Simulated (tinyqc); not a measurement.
What moves the results: nanosheet or nanowire with hard walls, valleys of the Si type. A value that a table varies takes the place of the one given here.

Six ellipsoidal valleys along the cube axes: inverse mass tensor w = 1/mt + (1/ml - 1/mt) a a^T with a the unit axis. Device axes: x along the channel, z = [001], y = z x x.

Hard walls around a W x H rectangle. The block w_c of w in (y, z) confines; the transport mass follows from 1/m_x = w_xx - w_xc w_c^-1 w_cx. The cross-section problem c (w_yy ky^2 + 2 w_yz ky kz + w_zz kz^2), c = hbar^2/2m0, is solved in products sin(n pi y/W) sin(l pi z/H), n, l = 1 to 12; if w_yz = 0 the levels are c pi^2 (w_yy n^2/W^2 + w_zz l^2/H^2). The w_yz term couples (n, l) to (n', l') by -2 c w_yz D_nn'(W) D_ll'(H) with D_nm(L) = 4 n m/(L (n^2 - m^2)) for n + m odd and 0 otherwise.

Without degeneracy the line density is N1 exp((EF - Ec)/kB T) with N1 = sum 2 g sqrt(m_x kB T/(4 pi c)) exp(-E/kB T), here over n, l up to 80 where w_yz = 0 and over all levels of a 12 x 12 sine basis otherwise; the classical value is W H Nc with Nc = 2 g_all (m_dos kB T/(4 pi c))^(3/2), m_dos = (ml mt^2)^(1/3); dVt = kB T ln(W H Nc/N1).

Constants: hbar^2/2m0 = 3.80998211 eV angstrom^2; kB = 8.617333262e-05 eV/K.

Parameters, chosen for this exercise (near those of Si; shifted at random, so the results belong to these values and not to a real crystal): ml = 0.918 m0 (longitudinal mass); mt = 0.19 m0 (transverse mass); T = 77 K (temperature); g_all = 6 (number of valleys); channel = 110 (transport direction x on a (001) wafer); H = 46 angstrom (height, along z = [001]); Ws = (30, 40, 60, 90, 140, 220, 350) angstrom (widths); W = 220 angstrom (width, along y).

## From wire to sheet

Valleys:
```
group,valleys g,w_yy,w_zz,|w_yz|,m_x (m0)
A,2,5.26316,1.08932,0.00000,0.19000
B,4,3.17624,5.26316,0.00000,0.55400
```

Lowest level of each group (groups ordered by w_zz, then w_yy) and dVt against the width.

Results:
```
W (angstrom),A1 (eV),B1 (eV),dVt (mV)
30,0.2393,0.2262,208.3
40,0.1431,0.1682,135.0
60,0.0743,0.1267,69.4
90,0.0438,0.1083,41.6
140,0.0295,0.0996,30.1
220,0.0234,0.0960,26.2
350,0.0210,0.0945,24.5
```

dVt falls from 208 to 24 mV. The lowest group changes from B to A between W = 30 and 40 angstrom (H = 46). At the widest W the lowest level is 0.0210 eV; the film limit c pi^2 w_zz/H^2 of that group is 0.0194 eV.

## Channel direction

The same rectangle along [100] and [110]; groups ordered by w_zz, then w_yy.

Lowest level of each group:
```
"channel, group",valleys g,w_yy,w_zz,|w_yz|,m_x (m0),E (eV)
[100] A,2,5.263,1.089,0.000,0.190,0.0234
[100] B,2,1.089,5.263,0.000,0.190,0.0944
[100] C,2,5.263,5.263,0.000,0.918,0.0976
[110] A,2,5.263,1.089,0.000,0.190,0.0234
[110] B,4,3.176,5.263,0.000,0.554,0.0960
```

The lowest subband has m_x = 0.190 m0 and 2 valleys along [100], and 0.190 m0 and 2 valleys along [110]; its edge lies at 0.0234 and 0.0234 eV. These valleys have their axis along z, so turning the channel in the wafer plane leaves them alone; only the higher groups change.

## What each parameter does

E1 and E2 are the two lowest subband edges over all groups. Each row changes one parameter from the base and keeps the others.

Results:
```
case,E1 (eV),E2 - E1 (meV),m_x of lowest (m0),dVt (mV)
base,0.0234,12.3,0.190,26.2
W = 235 angstrom,0.0229,10.8,0.190,25.8
H = 54 angstrom,0.0181,12.3,0.190,21.9
T = 47 K,0.0234,12.3,0.190,23.5
ml = 1.01 m0,0.0217,12.3,0.190,24.7
mt = 0.171 m0,0.0239,13.6,0.171,26.5
```

The largest shifts from the base row, up to three for each result and ties (the steps differ in size, so this ranks the rows, not the parameters). E1 (eV): H -0.0053, ml -0.0018, W -0.0005, mt +0.0005; unchanged at the printed digits by T. E2 - E1 (meV): W -1.5, mt +1.4; unchanged at the printed digits by H, T and ml. m_x of lowest (m0): mt -0.019; unchanged at the printed digits by W, H, T and ml. dVt (mV): H -4.3, T -2.6, ml -1.4.

Program tinyqc; command `OMP_NUM_THREADS=1 python tinyqc.py 1282701 1282702 out.jsonl`; about 0.03 s on one thread of a shared Intel(R) Xeon(R) Processor @ 2.30GHz.
